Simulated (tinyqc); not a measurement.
Froehlich polaron in a polar crystal. From one set of inputs to another, one input at a time. Computed by tinyqc, a small Python program. Command: `OMP_NUM_THREADS=1 python tinyqc.py 3016235 3016236 out.jsonl frohlich ladder`. One thread of a shared host (Intel(R) Xeon(R) Processor @ 2.30GHz), about 0.1 s of CPU time with the checks.

One electron in a parabolic band of mass m*, coupled to dispersionless LO phonons in the continuum model. Energies are in units of hbar omega unless marked, wave numbers in k_0 = sqrt(2 m* omega/hbar).

The inputs printed are set A. Inputs not listed in the table keep their values of set A, so the rows need not describe a real material.

Inputs (values chosen for the exercise, for a model crystal):
```
quantity,value,unit
band mass m*,1.43,m_0
LO phonon energy hbar omega,17.4,meV
eps_inf,8.08,-
static dielectric constant eps_s,27.9,-
```

Constants: hbar^2/(2 m_0) = 3.80998212 eV angstrom^2; e^2/(4 pi eps_0) = 14.39964548 eV angstrom.

Method:
- 1/eps* = 1/eps_inf - 1/eps_s; k_0 = sqrt(2 m* omega/hbar) = sqrt(m* hbar omega / (hbar^2/(2 m_0))) with m* in m_0; alpha = (e^2/(4 pi eps_0)) k_0/(2 eps* hbar omega); polaron length 1/k_0.
- Feynman's bound: E(v, w) = 3 (v - w)^2/(4 v) - (alpha v/sqrt(pi)) int_0^infinity e^-u D(u)^(-1/2) du, D = w^2 u + ((v^2 - w^2)/v)(1 - e^(-v u)); integrals by 80 Gauss-Legendre points in s from 0 to 1 with u = 40 s^2.
- Minimise over v > w > 0 (simplex search); mass m_p/m* = 1 + (alpha v^3/(3 sqrt(pi))) int u^2 e^-u D^(-3/2) du.

Each row keeps all changes above it:
```
input moved,from,to,coupling constant alpha,polaron length 1/k_0 (angstrom),"polaron energy, Feynman (meV)"
set A,-,-,2.9400,12.374,-53.37
LO phonon energy hbar omega (meV),17.4,85.3,1.3278,5.589,-115.26
static dielectric constant eps_s,27.9,8.59,0.1110,5.589,-9.48
eps_inf,8.08,1.95,5.9868,5.589,-570.94
band mass m* (m_0),1.43,0.859,4.6401,7.211,-426.99
```

Which inputs carry the difference?

Coupling constant alpha goes from 2.94 to 4.64, a factor 1.58 in all. The largest single move comes from eps_inf (a factor 53.9), and static dielectric constant eps_s works against it (a factor 0.0836). Polaron length 1/k_0 goes from 12.4 to 7.21, a factor 0.583 in all. The largest single move comes from LO phonon energy hbar omega (a factor 0.452), and band mass m* works against it (a factor 1.29). Polaron energy, Feynman goes from -53.4 to -427, -374 in all. The largest single move comes from eps_inf (-561), and band mass m* works against it (+144). The single moves hold for this order of the switches; the total does not depend on the order.

Extremes, crossings and ranges named in words are read from the listed rows.
